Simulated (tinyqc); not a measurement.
Two ways to average the couplings: virtual-crystal alloy A(1-x)B(x) in sp3s* tight binding.

sp3s* tight binding, nearest neighbours only: anion (a) at 0, cation (c) at a/4 (1,1,1), orbitals s, px, py, pz, s* on each; k in units of 2 pi/a. With phases e_j = exp(i (pi/2) k.n_j) for n = (1,1,1), (1,-1,-1), (-1,1,-1), (-1,-1,1): g0 = (e1+e2+e3+e4)/4, g1 = (e1+e2-e3-e4)/4, g2 = (e1-e2+e3-e4)/4, g3 = (e1-e2-e3+e4)/4. The diagonal holds the levels Esa, Epa, Exa (s*) and Esc, Epc, Exc. Anion-cation block: <sa|sc> = Vss g0; <sa|xc> = Vsapc g1; <xa|sc> = -Vscpa g1; <xa|xc> = Vxx g0; <xa|yc> = <ya|xc> = Vxy g3, <xa|zc> = <za|xc> = Vxy g2, <ya|zc> = <za|yc> = Vxy g1; <s*a|xc> = Vxapc g1; <xa|s*c> = -Vpaxc g1; y and z take g2 and g3 in place of g1; s-s* and s*-s* vanish.

Virtual crystal: a(x) = (1 - x) aA + x aB (Vegard); the six levels are averaged linearly; the seven couplings follow Harrison's rule, V(x) a(x)^2 = (1 - x) V_A aA^2 + x V_B aB^2. No spin-orbit coupling and no disorder. Gaps are measured from the top of the valence band at Gamma; the Delta value is the minimum on (kx,0,0) for kx from 0.5 to 1.

Values chosen for the exercise (A near a published set for Ge, B for Si; such sets place X and L only to about 0.5 eV; the results hold for these values, not for the real material): aA = 5.663 angstrom (lattice constant of A); aB = 5.436 angstrom (of B); pA = (-5.874, 1.611, -5.874, 1.611, 6.409, 6.409, -6.798, 1.608, 4.903, 5.459, 5.459, 5.23, 5.23) eV (order Esa, Epa, Esc, Epc, Exa, Exc, Vss, Vxx, Vxy, Vsapc, Vscpa, Vxapc, Vpaxc); pB = (-4.192, 1.716, -4.192, 1.716, 6.68, 6.68, -8.325, 1.709, 4.569, 5.751, 5.751, 5.363, 5.363) eV (the same for B).

The gaps with the 1/a^2 rule and with a plain linear average of all thirteen parameters.

Gaps (eV):
```
x      Gamma   Delta       L  Gamma, linear  Delta, linear  L, linear
0.10  1.2311  0.8229  0.9303         1.2415         0.8234     0.9352
0.25  1.7005  0.8838  1.1830         1.7223         0.8849     1.1934
0.50  2.4941  0.9843  1.6154         2.5235         0.9857     1.6294
0.75  3.3023  1.0835  2.0607         3.3247         1.0845     2.0712
0.90  3.3968  1.1424  2.3334         3.3978         1.1429     2.3384
```

What can be read from this table?

At x = 0.5 the two rules differ by -29.4 (Gamma), -1.4 (Delta) and -13.9 meV (L), with lattice constants 4.01 % apart: in terms of bowing, b = 4 times the sag at x = 0.5, the rule adds +0.118, +0.006 and +0.056 eV. The ends x = 0 and 1 are the same under both rules.

Run: tinyqc, `OMP_NUM_THREADS=1 python tinyqc.py 1481113 1481114 out.jsonl`; Intel(R) Xeon(R) Processor @ 2.30GHz, one thread, shared host; about 0.06 s of CPU time with all checks.
